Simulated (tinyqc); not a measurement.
Inside a calculation. Method: empirical pseudopotential in a few plane waves. One step of it, computed by the program tinyqc.

Task: Bloch Hamiltonian at k. Basis: the 15 shortest G (labels in 2 pi/a), the same at every k. H(G,G') = c |k + G|^2 delta + VS(|G-G'|^2) cos((G-G').tau) + i VA sin((G-G').tau), tau = a/8 (1,1,1); 1 Ry = 13.605693 eV.

Parameters chosen for this model: fcc lattice, atoms at +/- a/8 (1,1,1); form factors in rydberg at |G|^2 in units of (2 pi/a)^2:
```
parameter,value,unit
a,5.710000,angstrom
VS(3),-0.237000,Ry
VS(8),-0.008000,Ry
VS(11),0.057000,Ry
VA(3),0.089000,Ry
VA(4),0.091000,Ry
VA(11),0.036000,Ry
hbar^2/2m (2 pi/a)^2,4.613287,eV
```

k point k (2 pi / a): -0.020000  0.240000  0.510000

Give: H(k) at k.

Result:

H(k) at k (eV):
```
,+0+0+0,-1-1-1,-1-1+1,-1+1-1,-1+1+1,+1-1-1,+1-1+1,+1+1-1,+1+1+1,-2+0+0,+0-2+0,+0+0-2,+0+0+2,+0+2+0,+2+0+0
+0+0+0,1.4675,2.2801+0.8562i,-2.2801+0.8562i,-2.2801+0.8562i,-2.2801-0.8562i,-2.2801+0.8562i,-2.2801-0.8562i,-2.2801-0.8562i,2.2801-0.8562i,0.0000+1.2381i,0.0000+1.2381i,0.0000+1.2381i,0.0000-1.2381i,0.0000-1.2381i,0.0000-1.2381i
-1-1-1,2.2801-0.8562i,8.5719,0.0000-1.2381i,0.0000-1.2381i,0.1088,0.0000-1.2381i,0.1088,0.1088,0.0000,-2.2801-0.8562i,-2.2801-0.8562i,-2.2801-0.8562i,-0.5484+0.3463i,-0.5484+0.3463i,-0.5484+0.3463i
-1-1+1,-2.2801-0.8562i,0.0000+1.2381i,17.9831,-0.1088,0.0000-1.2381i,-0.1088,0.0000-1.2381i,0.0000,0.1088,-2.2801+0.8562i,-2.2801+0.8562i,0.5484+0.3463i,2.2801-0.8562i,-0.5484-0.3463i,-0.5484-0.3463i
-1+1-1,-2.2801-0.8562i,0.0000+1.2381i,-0.1088,13.0007,0.0000-1.2381i,-0.1088,0.0000,0.0000-1.2381i,0.1088,-2.2801+0.8562i,0.5484+0.3463i,-2.2801+0.8562i,-0.5484-0.3463i,2.2801-0.8562i,-0.5484-0.3463i
-1+1+1,-2.2801+0.8562i,0.1088,0.0000+1.2381i,0.0000+1.2381i,22.4118,0.0000,-0.1088,-0.1088,0.0000-1.2381i,2.2801+0.8562i,-0.5484+0.3463i,-0.5484+0.3463i,-2.2801-0.8562i,-2.2801-0.8562i,0.5484-0.3463i
+1-1-1,-2.2801-0.8562i,0.0000+1.2381i,-0.1088,-0.1088,0.0000,8.2029,0.0000-1.2381i,0.0000-1.2381i,0.1088,0.5484+0.3463i,-2.2801+0.8562i,-2.2801+0.8562i,-0.5484-0.3463i,-0.5484-0.3463i,2.2801-0.8562i
+1-1+1,-2.2801+0.8562i,0.1088,0.0000+1.2381i,0.0000,-0.1088,0.0000+1.2381i,17.6140,-0.1088,0.0000-1.2381i,-0.5484+0.3463i,2.2801+0.8562i,-0.5484+0.3463i,-2.2801-0.8562i,0.5484-0.3463i,-2.2801-0.8562i
+1+1-1,-2.2801+0.8562i,0.1088,0.0000,0.0000+1.2381i,-0.1088,0.0000+1.2381i,-0.1088,12.6316,0.0000-1.2381i,-0.5484+0.3463i,-0.5484+0.3463i,2.2801+0.8562i,0.5484-0.3463i,-2.2801-0.8562i,-2.2801-0.8562i
+1+1+1,2.2801+0.8562i,0.0000,0.1088,0.1088,0.0000+1.2381i,0.1088,0.0000+1.2381i,0.0000+1.2381i,22.0427,-0.5484-0.3463i,-0.5484-0.3463i,-0.5484-0.3463i,-2.2801+0.8562i,-2.2801+0.8562i,-2.2801+0.8562i
-2+0+0,0.0000-1.2381i,-2.2801+0.8562i,-2.2801-0.8562i,-2.2801-0.8562i,2.2801-0.8562i,0.5484-0.3463i,-0.5484-0.3463i,-0.5484-0.3463i,-0.5484+0.3463i,20.2897,-0.1088,-0.1088,0.1088,0.1088,0.0000
+0-2+0,0.0000-1.2381i,-2.2801+0.8562i,-2.2801-0.8562i,0.5484-0.3463i,-0.5484-0.3463i,-2.2801-0.8562i,2.2801-0.8562i,-0.5484-0.3463i,-0.5484+0.3463i,-0.1088,15.4919,-0.1088,0.1088,0.0000,0.1088
+0+0-2,0.0000-1.2381i,-2.2801+0.8562i,0.5484-0.3463i,-2.2801-0.8562i,-0.5484-0.3463i,-2.2801-0.8562i,-0.5484-0.3463i,2.2801-0.8562i,-0.5484+0.3463i,-0.1088,-0.1088,10.5095,0.0000,0.1088,0.1088
+0+0+2,0.0000+1.2381i,-0.5484-0.3463i,2.2801+0.8562i,-0.5484+0.3463i,-2.2801+0.8562i,-0.5484+0.3463i,-2.2801+0.8562i,0.5484+0.3463i,-2.2801-0.8562i,0.1088,0.1088,0.0000,29.3317,-0.1088,-0.1088
+0+2+0,0.0000+1.2381i,-0.5484-0.3463i,-0.5484+0.3463i,2.2801+0.8562i,-2.2801+0.8562i,-0.5484+0.3463i,0.5484+0.3463i,-2.2801+0.8562i,-2.2801-0.8562i,0.1088,0.0000,0.1088,-0.1088,24.3494,-0.1088
+2+0+0,0.0000+1.2381i,-0.5484-0.3463i,-0.5484+0.3463i,-0.5484+0.3463i,0.5484+0.3463i,2.2801+0.8562i,-2.2801+0.8562i,-2.2801+0.8562i,-2.2801-0.8562i,0.0000,0.1088,0.1088,-0.1088,-0.1088,19.5516
```
